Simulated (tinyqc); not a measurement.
Changing the layer thickness t: four-point probe, van der Pauw, Hall and spreading-resistance readings of a semiconductor layer. Computed by tinyqc, a small Python program. Command: `OMP_NUM_THREADS=1 python tinyqc.py 3114164 3114165 out.jsonl probe sweep`. One thread of a shared host (Intel(R) Xeon(R) Processor @ 2.30GHz), about 0.01 s of CPU time with the checks.

The layer is uniform and ohmic; contacts are points unless a radius is given.

Inputs (values chosen for the exercise, modelled on n-type silicon):

| quantity | value | unit |
|---|---|---|
| carrier density n | 2.7e+19 | 1/cm^3 |
| drift mobility mu | 91.9 | cm^2/(V s) |
| probe spacing s | 1.588 | mm |
| current I | 0.4 | mA |

Backing of the layer: insulating.

Constants: e = 1.602176634e-19 C.

Method:
- rho = 1/(e n mu); R_s = rho/t.
- Collinear probes with equal spacing on a layer with insulating backing: images at depth 2 m t give V = (rho I/(2 pi s)) G, G = 1 + 4 sum_(m>=1) [1/sqrt(1 + (2 m u)^2) - 1/sqrt(4 + (2 m u)^2)], u = t/s; the sum runs to m = 20000, with the tail 3/(32 u^3 M^2) added to the sum for M = 20000.
- Limits: thick, rho = 2 pi s V/I; thin on an insulator, rho = (pi/ln 2) t V/I.

One run for each value:

| layer thickness t (micrometre) | voltage V (mV) | G | rho by the thick formula (ohm cm) | rho by the thin formula (ohm cm) |
|---|---|---|---|---|
| 64 | 0.034687 | 34.397 | 0.086524 | 0.002515 |
| 120 | 0.018500 | 18.345 | 0.046146 | 0.002515 |
| 220 | 0.010091 | 10.007 | 0.025171 | 0.002515 |
| 420 | 0.005286 | 5.242 | 0.013185 | 0.002515 |
| 780 | 0.002853 | 2.829 | 0.007116 | 0.002521 |
| 1500 | 0.001582 | 1.569 | 0.003946 | 0.002689 |
| 2700 | 0.001153 | 1.144 | 0.002877 | 0.003528 |
| 5100 | 0.001034 | 1.025 | 0.002579 | 0.005975 |
| 9500 | 0.001013 | 1.004 | 0.002526 | 0.010900 |

What does the table show, and why?

Over the rows, voltage V (mV) falls from 0.0347 to 0.00101 (exponent d ln y / d ln x -1.0 between the first rows and -0.033 between the last); G falls from 34.4 to 1.00 (exponent d ln y / d ln x -1.0 between the first rows and -0.033 between the last); rho by the thick formula (ohm cm) falls from 0.0865 to 0.00253 (exponent d ln y / d ln x -1.0 between the first rows and -0.033 between the last). At the low end the exponent of voltage V is -1.00, close to -1: a thin layer, V = R_s I ln 2/pi.
